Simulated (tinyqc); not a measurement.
Hydrogen passivation and dissociation of interface defects with a spread of activation energies: one step, computed by the program tinyqc.

Active defects P react as P + H2 -> HP + H and HP -> P + H; released atomic hydrogen is removed. All defects start active. Activation energies are normally distributed, independently for the two reactions.

Question. Sites at the mean energies. a = k_f0 [H2] exp(-E_f/k_B T), b = k_d0 exp(-E_d/k_B T); the active share of one kind of site is b/(a + b) + (a/(a + b)) exp(-(a + b) t).

Inputs (values chosen for the exercise, for a model interface):
```
quantity                        value    unit
mean passivation energy E_f      1.56      eV
prefactor k_f0                  3e-09  cm^3/s
mean dissociation energy E_d     2.82      eV
prefactor k_d0                3.8e+13     1/s
dissolved hydrogen [H2]       2.7e+16   cm^-3
anneal temperature T              580       K
anneal time t                   16000       s
```

Ambient: hydrogen.

Constants: k_B = 8.617333262e-05 eV/K.

Give: passivation rate a; dissociation rate b; active share, single energy; steady active share, single energy.

Answer.

passivation rate a = 2.255e-06 1/s

dissociation rate b = 1.191e-11 1/s

active share, single energy = 0.9646

steady active share, single energy = 5.282e-06
